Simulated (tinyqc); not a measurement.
Keating valence-force model of a tetrahedral crystal: one step, computed by the program tinyqc. Command: `OMP_NUM_THREADS=1 python tinyqc.py 3002903 3002904 out.jsonl keating walk`. One thread of a shared host (Intel(R) Xeon(R) Processor @ 2.30GHz), about 0.02 s of CPU time with the checks.

Atom A sits at 0 and atom B at a/4 (1,1,1) of an fcc lattice; the four bonds from A are t = a/4 (1,1,1), a/4 (1,-1,-1), a/4 (-1,1,-1), a/4 (-1,-1,1), of length d = sqrt(3) a/4. Energy: E = (3 alpha/(8 d^2)) sum over bonds (r.r - d^2)^2 + (3 beta/(8 d^2)) sum over pairs of bonds at one atom (r_i.r_j + d^2/3)^2, with beta_A for the six pairs at A and beta_B for the six at B. The cell holds two atoms, Omega = a^3/4. 1 N/m = 1 J/m^2. With constants fitted to the elastic moduli this model puts optical and zone-boundary frequencies of real crystals too high, by up to about 20 % in elemental crystals and up to about 50 % in compounds, and mostly by more for TA modes; in compounds the lattice part of the static dielectric constant then comes out too low.

Question. Elastic constants and internal strain. beta = (beta_A + beta_B)/2; C11 = (alpha + 3 beta)/a, C12 = (alpha - beta)/a, C44 = 4 alpha beta/(a (alpha + beta)); with the two sublattices clamped C44(0) = (alpha + beta)/a; internal-strain parameter zeta = (alpha - beta)/(alpha + beta); B = (C11 + 2 C12)/3.

Inputs (values chosen for the exercise, modelled on cubic gallium nitride):

| quantity | value | unit |
|---|---|---|
| lattice constant a | 4.52 | angstrom |
| bond stretching alpha | 79.4 | N/m |
| bond bending beta_A | 16.8 | N/m |
| bond bending beta_B | 16.8 | N/m |

Structure: zinc blende.

Give: C11; C12; C44; clamped C44(0); internal-strain parameter zeta; bulk modulus B.

Answer.

C11 = 287.17 GPa

C12 = 138.50 GPa

C44 = 122.71 GPa

clamped C44(0) = 212.83 GPa

internal-strain parameter zeta = 0.65073

bulk modulus B = 188.05 GPa

Letting the sublattices shift lowers C44 by 42 %, which is zeta^2. A shear is shared between bond lengths and angles. The model fixes 2 C44 (C11 + C12)/((C11 - C12)(C11 + 3 C12)) = 1.000 whatever alpha and beta are.
